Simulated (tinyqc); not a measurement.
Inside a calculation. Method: Hubbard ring of 6 sites. One step of it, computed by the program tinyqc.

Problem. Mean-field iteration 2. H(up) = T + U n(down), H(down) = T + U n(up); fill the lowest levels; n(new) = n + mixing (n(out) - n); E = tr T (rho up + rho down) + U sum n_up n_down of the output.

one-body matrix (hopping and site energies) (eV), order 1, 2, 3, 4, 5, 6:
$$\begin{pmatrix}
0.000000 & -1.720000 & 0.000000 & 0.000000 & 0.000000 & -1.720000 \\
-1.720000 & 0.000000 & -1.720000 & 0.000000 & 0.000000 & 0.000000 \\
0.000000 & -1.720000 & 0.000000 & -1.720000 & 0.000000 & 0.000000 \\
0.000000 & 0.000000 & -1.720000 & 0.000000 & -1.720000 & 0.000000 \\
0.000000 & 0.000000 & 0.000000 & -1.720000 & 0.000000 & -1.720000 \\
-1.720000 & 0.000000 & 0.000000 & 0.000000 & -1.720000 & 0.000000
\end{pmatrix}$$

U = 6.700000 eV

electrons, up and down: [3, 3]

mixing = 0.200000

n(up) after iteration 1: 1 0.939877, 2 0.060123, 3 0.939877, 4 0.060123, 5 0.939877, 6 0.060123

n(down) after iteration 1: 1 0.060123, 2 0.939877, 3 0.060123, 4 0.939877, 5 0.060123, 6 0.939877

Give: levels, up; levels, down; energy; n(up) after iteration 2; n(down) after iteration 2.

Solution.

levels, up (eV): [-1.1798, -0.0624, -0.0624, 6.7624, 6.7624, 7.8798]

levels, down (eV): [-1.1798, -0.0624, -0.0624, 6.7624, 6.7624, 7.8798]

energy = -4.9570 eV

n(up) after iteration 2: 1 0.9312, 2 0.0688, 3 0.9312, 4 0.0688, 5 0.9312, 6 0.0688

n(down) after iteration 2: 1 0.0688, 2 0.9312, 3 0.0688, 4 0.9312, 5 0.0688, 6 0.9312
